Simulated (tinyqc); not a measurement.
Raising the sheet density: Gamma, L and X subbands of a thin body with non-parabolic valleys.

Hard walls, flat band, c = hbar^2/2m0, energies from the bulk Gamma edge. For a valley at angle theta to the normal 1/m_z = cos^2/ml + sin^2/mt and m_d = sqrt(ml mt^2/m_z). Subband n starts at E_v + e with e (1 + a e) = c (n pi/t)^2/m_z, and its density-of-states mass is taken as m_d (1 + 2 a e), without further growth at higher in-plane energy. Groups are named by valley and degeneracy.

n_i = g m/(2 pi c) kB T ln(1 + exp((EF - E_i)/kB T)), sum n_i = Ns (1e12/cm^2 = 1e-4/angstrom^2), c = hbar^2/2m0. Quantum capacitance Cq = 1602.176634 sum g m/(2 pi c) f_i in microfarad/cm^2 with f_i = 1/(1 + exp((E_i - EF)/kB T)); Cox = 34.5313/eot (one gate); C/Cox = Cq/(Cq + Cox), the centroid term left out.

Constants: hbar^2/2m0 = 3.80998211 eV angstrom^2; kB = 8.617333262e-05 eV/K.

Parameters, chosen for this exercise (near those of a thin InAs channel; not measured data):

| symbol | value | unit | meaning |
|---|---|---|---|
| face | 100 |  | surface |
| mG | 0.0262 | m0 | Gamma mass |
| aG | 2.25 | 1/eV | Gamma non-parabolicity |
| EL | 0.696 | eV | L edge above Gamma |
| mL | (0.66, 0.048) | m0 | L valleys (four, along <111>): ml, mt |
| EX | 1.002 | eV | X edge above Gamma |
| mX | (1.119, 0.156) | m0 | X valleys (three, along <100>): ml, mt |
| aS | 0.6 | 1/eV | non-parabolicity of L and X |
| t | 60 | angstrom | body thickness |
| T | 300 | K | temperature |
| eot | 9 | angstrom | equivalent oxide thickness |
| Nl | (0.5, 1, 2, 4, 7, 11, 16) | x 1e12/cm^2 | sheet densities |

Fixed thickness, n = 1 to 8 of all groups; the gate overdrive above the lowest edge is (EF - E_lowest)/e + 0.1602177 Ns/Cox in volts.

Results:

| Ns (1e12/cm^2) | EF - lowest (eV) | Gamma share (%) | Cq | C/Cox | overdrive (V) |
|---|---|---|---|---|---|
| 0.5 | 0.006 | 100.0 | 2.11 | 0.355 | 0.027 |
| 1.0 | 0.037 | 100.0 | 3.03 | 0.442 | 0.079 |
| 2.0 | 0.084 | 100.0 | 3.62 | 0.485 | 0.168 |
| 4.0 | 0.171 | 100.0 | 3.75 | 0.494 | 0.338 |
| 7.0 | 0.298 | 100.0 | 3.91 | 0.505 | 0.590 |
| 11.0 | 0.414 | 99.9 | 8.52 | 0.689 | 0.874 |
| 16.0 | 0.492 | 98.5 | 11.93 | 0.757 | 1.161 |

What can be read from this table?

The lowest subband is G1 n=1. At the highest density band filling takes 0.492 V of the 1.161 V overdrive. Cq grows from 2.1 to 11.9 microfarad/cm^2 while EF moves from +0.006 to +0.492 eV against the lowest edge; the Gamma share stays within 99 to 100 %.

(tinyqc, `OMP_NUM_THREADS=1 python tinyqc.py 1251916 1251917 out.jsonl`, Intel(R) Xeon(R) Processor @ 2.30GHz, 1 thread, shared host, about 0.04 s.)
